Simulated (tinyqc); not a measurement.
From results back to parameters: valence-band offset from core levels. Three cases, with inputs chosen for the exercise.

Problem. At an interface of A and B the binding energy of the core level of B exceeds that of A by dCL. Binding energy of a core level = (EF - Ev) + CL, with one Fermi level for both sides. Find dEv = Ev(A) - Ev(B) and dEc = Eg2 - Eg1 - dEv with the corrected (second) gaps.

Find: dEv; dEc.

Method. dCL = (EF - Ev(B)) + CL_B - (EF - Ev(A)) - CL_A = dEv + CL_B - CL_A; the Fermi level drops out.

Case 1.

Values chosen (out of a larger set: gaps near those of InAs and GaSb; not measured data): CL = (28.83, 69.65) eV (depth of a core level below the valence top in bulk A and bulk B); Eg1 = (0.05, 0.43) eV (gap of A: semi-local value, corrected value); Eg2 = (0.1, 0.85) eV (gap of B: semi-local value, corrected value).

dCL = 40.1447 eV

Solution.

dEv = -0.68 eV
dEc = 1.10 eV

Case 2.

Values chosen (out of a larger set: gaps near those of Si and SiO2; not measured data): CL = (52.35, 97.09) eV (depth of a core level below the valence top in bulk A and bulk B); Eg1 = (0.59, 1.11) eV (gap of A: semi-local value, corrected value); Eg2 = (5.33, 8.86) eV (gap of B: semi-local value, corrected value).

dCL = 49.0862 eV

Solution.

dEv = 4.35 eV
dEc = 3.40 eV

Case 3.

Values chosen (out of a larger set: gaps near those of InAs and GaSb; not measured data): CL = (25.56, 50.47) eV (depth of a core level below the valence top in bulk A and bulk B); Eg1 = (0.05, 0.44) eV (gap of A: semi-local value, corrected value); Eg2 = (0.1, 0.81) eV (gap of B: semi-local value, corrected value).

dCL = 24.4834 eV

Solution.

dEv = -0.43 eV
dEc = 0.80 eV

Computed by tinyqc, one run a case: `OMP_NUM_THREADS=1 python tinyqc.py N N+1 out.jsonl` with N = 1850868, 1850880, 1850892; one thread of a shared Intel(R) Xeon(R) Processor @ 2.30GHz, about 0.01 s a run at most.
